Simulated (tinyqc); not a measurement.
A particle near a wafer in liquid: double-layer and van der Waals forces (DLVO), deposition barrier and removal: one step, computed by the program tinyqc.

Sphere and flat wall, Derjaguin approximation, constant potentials in the linear-superposition form, no retardation and no hydration force.

Task: Screening. kappa^2 = 2 z^2 e^2 N_A (1000 c)/(eps eps_0 k_B T); gamma_i = tanh(z e psi_i/(4 k_B T)); Z = 64 pi eps eps_0 (k_B T/(z e))^2 gamma_1 gamma_2.

Inputs (values chosen for the exercise, of the order of those for polymer latex on silicon in water):
```
quantity                             value   unit
particle radius R                      170     nm
potential of the particle psi_1        -46     mV
potential of the wafer psi_2           -18     mV
salt concentration c               0.00031  mol/L
valence z of the symmetric salt          2      -
temperature T                          293      K
dielectric constant of the liquid     80.2      -
```

Constants: e = 1.602176634e-19 C; N_A = 6.02214076e+23 1/mol; eps_0 = 8.8541878128e-12 F/m; k_B = 1.380649e-23 J/K; k_B = 8.617333262e-05 eV/K.

Give: kappa; Debye length; gamma_1; gamma_2; Z; kappa R.

Result:

kappa = 0.1155 1/nm

Debye length = 8.656 nm

gamma_1 = -0.7216

gamma_2 = -0.3421

Z = 5.617 pN

kappa R = 19.64

Like signs: the double layers repel.
